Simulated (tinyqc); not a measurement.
Donor binding, ionisation and the Mott limit: one step of the calculation.

Hydrogenic donor: Ry = (m0 q^3/(8 eps0^2 h^2)) me/eps_r^2 in eV, E0 = cc Ry, radius a = q/(8 pi eps0 eps_r E0), Mott density Nm = (0.26/a)^3. Below Nm the level sinks as Ed = E0 [1 - (N/Nm)^(1/3)]. Neutrality: Nc F12(eta) = N/(1 + 2 exp(eta + Ed/kB T)), F12(x) = (2/sqrt(pi)) int_0^infinity sqrt(u)/(1 + exp(u - x)) du.

Problem. Binding energy, radius and Mott density. The mean spacing of the donors is N^(-1/3).

Parameters, values chosen for the exercise; band and dielectric values close to those of silicon:
- eps_r = 11.6 (relative permittivity)
- me = 0.263 m0 (mass in the hydrogenic formula, set independently of Nc)
- cc = 1.2 (ratio of the true binding energy to the hydrogenic one)
- N = 3.8e17 cm^-3 (donor density)

Constants: q = 1.602176634e-19 C, eps0 = 8.8541878128e-12 F/m, h = 6.62607015e-34 J s, m0 = 9.1093837015e-31 kg. Results are converted to the units shown.

Wanted: Ry; E0; a; Nm; spacing over a; Ed.

Solution.

Ry = 26.59 meV
E0 = 31.91 meV
a = 1.945 nm
Nm = 2.389e18 cm^-3
spacing over a = 7.098
Ed = 14.62 meV

Range of the model: A sharp level with degeneracy 2 overstates freeze-out near Nm, where the impurity band broadens and merges with the conduction band.

tinyqc, about 0.01 s, one thread, Intel Xeon 2.30GHz (shared host): `OMP_NUM_THREADS=1 python tinyqc.py 2330027 2330028 out.jsonl`
